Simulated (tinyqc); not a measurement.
# Worked calculation: thin-body transistor below threshold, two-dimensional Poisson equation on a small mesh

tinyqc, about 0.2 s, one thread, Intel Xeon 2.30GHz (shared host): `OMP_NUM_THREADS=1 python tinyqc.py 2480138 2480139 out.jsonl` Printed values are rounded.

A thin body on a thick buried insulator of low permittivity, taken as carrying no normal field at the bottom of the body (row 0). Mobile charge is neglected (subthreshold), the body is fully depleted, and potentials are counted from the intrinsic level; rows run upward to the gate, columns from source to drain.

Values chosen for this exercise; semiconductor permittivity made up:
- T = 300 K (temperature)
- eps_r = 12.1 (relative permittivity of the semiconductor)
- eox = 22 (relative permittivity of the insulator)
- tb = 4 nm (body thickness)
- tox = 3.6 nm (insulator thickness)
- L = 33 nm (channel length)
- Na = 5.8e17 cm^-3 (acceptor density of the depleted body)
- Vbi = 0.56 V (potential of the source)
- Vfb = 0.08 V (gate offset)
- Vg = 0.1 V (gate voltage)
- Vd = 0.3 V (drain voltage)

Constants: q = 1.602176634e-19 C, kB = 1.380649e-23 J/K, Vt = kB T/q, eps0 = 8.8541878128e-14 F/cm where lengths are in cm. Results are converted to the units shown.

## Coefficients of the five-point equations

Mesh: rows i = 0..3 in the semiconductor (step hs = tb/3, row 3 on the interface), then 2 step(s) ho = tox/2 up to the gate row 5; columns j = 0..7 (step hy = L/7). Box integration, divided by eps0: up_i = eps hy/h of the interval above row i, dn_i = that of the interval below (0 for row 0), lat_i = (sum of eps h/2 over the intervals above and below)/hy, s_i = -q Na w_i hy/eps0 with w_i the semiconductor height of the box (hs/2 for row 0 and the interface row, hs between, 0 in the insulator). Each free node obeys (up + dn + 2 lat) psi = up psi(above) + dn psi(below) + lat [psi(left) + psi(right)] + s.

up, row 0 to 4: [42.78214, 42.78214, 42.78214, 57.61905, 57.61905]
dn, row 0 to 4: [0, 42.78214, 42.78214, 42.78214, 57.61905]
lat, row 0 to 4: [1.711111, 3.422222, 3.422222, 5.911111, 8.4]
s, row 0 to 4 (V): [-0.03298483, -0.06596967, -0.06596967, -0.03298483, 0]

## Iteration 1: Jacobi sweep

psi at the start (fixed values on the edges, free nodes at zero) (V):
```
             j=0        j=1        j=2        j=3        j=4        j=5        j=6        j=7
row 0  0.5600000  0.0000000  0.0000000  0.0000000  0.0000000  0.0000000  0.0000000  0.8600000
row 1  0.5600000  0.0000000  0.0000000  0.0000000  0.0000000  0.0000000  0.0000000  0.8600000
row 2  0.5600000  0.0000000  0.0000000  0.0000000  0.0000000  0.0000000  0.0000000  0.8600000
row 3  0.5600000  0.0000000  0.0000000  0.0000000  0.0000000  0.0000000  0.0000000  0.8600000
row 4  0.2900000  0.0000000  0.0000000  0.0000000  0.0000000  0.0000000  0.0000000  0.4400000
row 5  0.0200000  0.0200000  0.0200000  0.0200000  0.0200000  0.0200000  0.0200000  0.0200000
```

Free nodes: rows 0..4, columns 1..6, taken row by row from row 0, left to right. t = (up psi(above) + dn psi(below) + lat [psi(left) + psi(right)] + s)/(up + dn + 2 lat), with all neighbours from the previous sweep; psi(new) = t.

psi after iteration 1 (V):
```
             j=0        j=1         j=2         j=3         j=4         j=5        j=6        j=7
row 0  0.5600000  0.0200249  -0.0007139  -0.0007139  -0.0007139  -0.0007139  0.0311350  0.8600000
row 1  0.5600000  0.0200249  -0.0007139  -0.0007139  -0.0007139  -0.0007139  0.0311350  0.8600000
row 2  0.5600000  0.0200249  -0.0007139  -0.0007139  -0.0007139  -0.0007139  0.0311350  0.8600000
row 3  0.5600000  0.0292028  -0.0002939  -0.0002939  -0.0002939  -0.0002939  0.0450046  0.8600000
row 4  0.2900000  0.0271769   0.0087276   0.0087276   0.0087276   0.0087276  0.0367196  0.4400000
row 5  0.0200000  0.0200000   0.0200000   0.0200000   0.0200000   0.0200000  0.0200000  0.0200000
```

## Iteration 2: Jacobi sweep

As before.

psi after iteration 2 (V):
```
             j=0        j=1         j=2         j=3         j=4         j=5        j=6        j=7
row 0  0.5600000  0.0385402  -0.0006597  -0.0014278  -0.0014278  -0.0002483  0.0599374  0.8600000
row 1  0.5600000  0.0385402  -0.0006597  -0.0014278  -0.0014278  -0.0002483  0.0599374  0.8600000
row 2  0.5600000  0.0427892  -0.0004653  -0.0012333  -0.0012333  -0.0000539  0.0663586  0.8600000
row 3  0.5600000  0.0507747   0.0054377   0.0038840   0.0038840   0.0062700  0.0757115  0.8600000
row 4  0.2900000  0.0404757   0.0108836   0.0097098   0.0097098   0.0114906  0.0569140  0.4400000
row 5  0.0200000  0.0200000   0.0200000   0.0200000   0.0200000   0.0200000  0.0200000  0.0200000
```

## Course of the iteration: Jacobi sweep

Stop when the largest change of psi is below 1e-7 V, or after 400 iterations. Fixed values: gate row Vg - Vfb; column 0 at Vbi and the last column at Vbi + Vd in the semiconductor, each running linearly to Vg - Vfb across the insulator.

Course of the iteration:
```
iteration  psi at row 0, j = 3 (V)  largest |change| of one entry (V)
1                     -7.138900e-4                             0.0450
2                     -0.001427780                             0.0352
3                     -0.002113227                             0.0297
4                     -0.002663106                             0.0275
5                     -0.002235073                             0.0245
6                     -0.002104326                             0.0228
7                     -0.001237057                             0.0194
8                     -6.020686e-4                             0.0182
9                      4.939647e-4                             0.0152
...                            ...                                ...
176                     0.04645005                            1.58e-7
177                     0.04645019                            1.47e-7
178                     0.04645033                            1.39e-7
179                     0.04645046                            1.30e-7
180                     0.04645058                            1.23e-7
181                     0.04645069                            1.14e-7
182                     0.04645080                            1.08e-7
183                     0.04645090                            1.01e-7
184                     0.04645099                            9.52e-8
```

Converged in 184 iterations. At the end each change is about 0.94 times the one before: linear convergence.

## Barrier, swing and barrier lowering

converged psi (V):
```
             j=0        j=1        j=2        j=3        j=4        j=5        j=6        j=7
row 0  0.5600000  0.2273268  0.0883727  0.0464524  0.0560150  0.1290297  0.3464141  0.8600000
row 1  0.5600000  0.2203498  0.0852628  0.0451643  0.0542482  0.1240265  0.3353383  0.8600000
row 2  0.5600000  0.1985514  0.0760965  0.0414840  0.0491682  0.1092438  0.3007390  0.8600000
row 3  0.5600000  0.1591775  0.0614456  0.0359623  0.0414395  0.0854905  0.2382634  0.8600000
row 4  0.2900000  0.0994209  0.0437277  0.0292587  0.0323160  0.0572725  0.1443370  0.4400000
row 5  0.0200000  0.0200000  0.0200000  0.0200000  0.0200000  0.0200000  0.0200000  0.0200000
```

d psi/dVg on row 0: j=0 0.0000000, j=1 0.5997837, j=2 0.8536874, j=3 0.9356909, j=4 0.9356909, j=5 0.8536874, j=6 0.5997837, j=7 0.0000000
d psi/dVd on row 0: j=0 0.000000, j=1 0.001629, j=2 0.005395, j=3 0.016217, j=4 0.048092, j=5 0.140918, j=6 0.398587, j=7 1.000000

The barrier is read along row 0, the path farthest from the gate. Take the node j of lowest psi: barrier Vbi - psi_j; swing Vt ln 10/(d psi_j/dVg); DIBL = (d psi_j/dVd)/(d psi_j/dVg). The derivatives solve the same equations with s = 0 and a unit change of that voltage.

j = 3
barrier = 0.5135476 V
swing = 63.61762 mV/decade
DIBL = 17.33151 mV/V

A mesh of 12, 8 and 80 steps (semiconductor, insulator, channel) gives a barrier of 0.523 V, a swing of 62.4 mV a decade and a DIBL of 18.7 mV/V; the small mesh puts the barrier 1.9 % below that.
